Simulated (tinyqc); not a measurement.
Ballistic Schottky-barrier transistor with a two-dimensional channel, WKB contacts: two steps of the calculation.

Source Fermi level 0, drain Fermi level -Vd. Far from the contacts Ec = pn - psi, and the gate moves psi one to one; the band edges relax as exp(-x/lam) from pn at the source and pn - Vd at the drain; Ev = Ec - Eg. A carrier of energy w inside the channel band meets at a contact a barrier of height D (the contact edge beyond the channel edge): T = 1 for w >= D, else exp(-S), S = 4 lam sqrt(m/C) [sqrt(D - w) - sqrt(w) arctan sqrt((D - w)/w)], C = hbar^2/(2 m0). The two contacts combine as Ts Td/(Ts + Td - Ts Td).

Inputs (values chosen for the exercise); channel values close to those of a molybdenum disulphide layer:
```
symbol  value  unit                                        meaning
T         350     K                                    temperature
pn        0.5    eV         barrier for electrons at both contacts
mn       0.47    m0                                  electron mass
g           2                                  valleys or subbands
lam       3.6    nm               screening length at the contacts
Vd        0.3     V                                     drain bias
ps       0.33     V      band shift psi of the channel by the gate
w0        0.1    eV  energy of one carrier inside the channel band
wm       0.54    eV                          upper end of the grid
nE         13                                   points of the grid
```

Constants: q = 1.602176634e-19 C, kB = 1.380649e-23 J/K, hbar = 1.054571817e-34 J s, h = 6.62607015e-34 J s, m0 = 9.1093837015e-31 kg, Vt = kB T/q, hbar^2/(2 m0) = 0.0380998212 eV nm^2. Results are converted to the units shown.

Problem 1. Transmission of one of the electrons. S and T at both contacts for w = w0, and the tunnelling distance lam ln(D/w) at the higher barrier.

D for electrons (eV): source 0.33000000, drain 0.03000000

Wanted: S at the source; S at the drain; combined T; tunnelling distance.

Solution 1.

S at the source = 8.4562
S at the drain = 0
combined T = 2.1258e-4
tunnelling distance = 4.2981 nm

Problem 2. Current of the electrons on a coarse grid. I/W = g (2 q^2/h) int T(w) [N(Es + w) - N(Ed + w)] dw with w the energy of motion along the channel, N(y) = (1/2 pi) sqrt(pi m kB T/C) Fm(-y/kB T), Fm(x) = (1/sqrt(pi)) int_0^infinity u^(-1/2)/(1 + exp(u - x)) du. Electrons: Ds = psi, Dd = psi - Vd, Es = Ec, Ed = Ec + Vd. Holes: Ds = -psi, Dd = Vd - psi, Es = -Ev, Ed = -Ev - Vd. The size of each current is taken; both flow from drain to source and add. Simpson's rule on nE equally spaced w from 0 to wm.

Wanted: w; Ts; Td; T; size of the supply difference; current.

Solution 2.

| point | w (eV) | Ts | Td | T | size of the supply difference (1/um) |
|---|---|---|---|---|---|
| 0 | 0.0000 | 2.410e-13 | 1.569e-4 | 2.410e-13 | 0.6119 |
| 1 | 0.0450 | 6.770e-7 | 1.000 | 6.770e-7 | 0.1379 |
| 2 | 0.0900 | 9.320e-5 | 1.000 | 9.320e-5 | 0.03103 |
| 3 | 0.1350 | 0.002381 | 1.000 | 0.002381 | 0.006980 |
| 4 | 0.1800 | 0.02443 | 1.000 | 0.02443 | 0.001570 |
| 5 | 0.2250 | 0.1339 | 1.000 | 0.1339 | 3.531e-4 |
| 6 | 0.2700 | 0.4440 | 1.000 | 0.4440 | 7.943e-5 |
| 7 | 0.3150 | 0.9088 | 1.000 | 0.9088 | 1.786e-5 |
| 8 | 0.3600 | 1.000 | 1.000 | 1.000 | 4.018e-6 |
| 9 | 0.4050 | 1.000 | 1.000 | 1.000 | 9.037e-7 |
| 10 | 0.4500 | 1.000 | 1.000 | 1.000 | 2.033e-7 |
| 11 | 0.4950 | 1.000 | 1.000 | 1.000 | 4.572e-8 |
| 12 | 0.5400 | 1.000 | 1.000 | 1.000 | 1.028e-8 |

current = 0.001130 uA/um

Range of the model: No scattering, image-force lowering, channel charge or band-to-band tunnelling; parabolic kappa overstates S deep in the gap.

Numbers from tinyqc (`OMP_NUM_THREADS=1 python tinyqc.py 2390065 2390066 out.jsonl`; about 0.3 s on one thread of a shared Intel Xeon 2.30GHz).
